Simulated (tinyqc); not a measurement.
# Worked calculation: junctionless gate-all-around wire, depletion approximation

Numbers from tinyqc (`OMP_NUM_THREADS=1 python tinyqc.py 2460073 2460074 out.jsonl`; about 0.01 s on one thread of a shared Intel Xeon 2.30GHz). Printed values are rounded.

A uniformly doped n-type wire of radius R under a surrounding gate; long channel. Below flat band a shell from radius rc to R is fully depleted and the neutral core, at channel potential V (0 at the source, Vd at the drain), carries the current with constant mobility; s = (rc/R)^2 is the share of the cross-section that conducts. The edge of the depleted shell is taken as abrupt, so there is no subthreshold current.

Values chosen for this exercise; material values those of a made-up semiconductor: relative permittivity of the semiconductor eps_r = 13.4; relative permittivity of the gate insulator eox = 7.5; insulator thickness tox = 6.5 nm; wire radius R = 5 nm; donor density Nd = 3.5e19 cm^-3; flat-band voltage Vfb = 0.91 V; effective mobility in the wire mu = 68 cm^2/(V s); gate length L = 0.05 um; gate voltage Vg = 0.23 V; drain voltage Vd = 0.05 V.

Constants: q = 1.602176634e-19 C, eps0 = 8.8541878128e-14 F/cm where lengths are in cm. Results are converted to the units shown.

## Voltages that deplete the wire

Cox = eps0 eox/(R ln(1 + tox/R)); A = q Nd R^2/(4 eps0 eps_r); B = q Nd R/(2 Cox); VT = Vfb - A - B.

Cox = 1.59457 uF/cm^2
A = 0.295396 V
B = 0.879177 V
VT = -0.264573 V

Of the 1.17 V needed, 74.9 % drops over the insulator. The device is normally on.

## Iteration 1: conducting share at the source by Newton steps

s at the start = 0.8

With V = 0: f = A (1 - s + s ln s) + B (1 - s) - (Vfb - Vg); f' = A ln s - B; s(new) = s - f/f'.

f = -0.497818 V
f' = -0.945092 V
s after iteration 1 = 0.273260

## Iteration 2: conducting share at the source by Newton steps

As before.

f = 0.0688886 V
f' = -1.26240 V
s after iteration 2 = 0.327829

## Course of the iteration: conducting share at the source by Newton steps

Stop when s changes by less than 1e-11, or after 30 iterations. s must stay positive.

Course of the iteration:

| iteration | s | \|change\| |
|---|---|---|
| 1 | 0.273260 | 0.527 |
| 2 | 0.327829 | 0.0546 |
| 3 | 0.329080 | 1.25e-3 |
| 4 | 0.329081 | 5.83e-7 |
| 5 | 0.329081 | 1.26e-13 |

Converged in 5 iterations. At the end the number of correct digits about doubles with each step.

## Core radius, conductance and current

s0 = 0.329081
sL = 0.288318

s solves Vfb - Vg + V = A (1 - s + s ln s) + B (1 - s), and s = 0 where the left side exceeds A + B. I = (q mu Nd pi R^2/L)[g(s0) - g(sL)], g = A (s^2/4 - (s^2/2) ln s) + B s^2/2, with s0 at V = 0 and sL at V = Vd. rc = R sqrt(s0); the small-signal conductance at Vd = 0 is q mu Nd pi R^2 s0/L.

rc at the source = 2.86828 nm
conductance = 19.7111 uS
I = 0.924189 uA
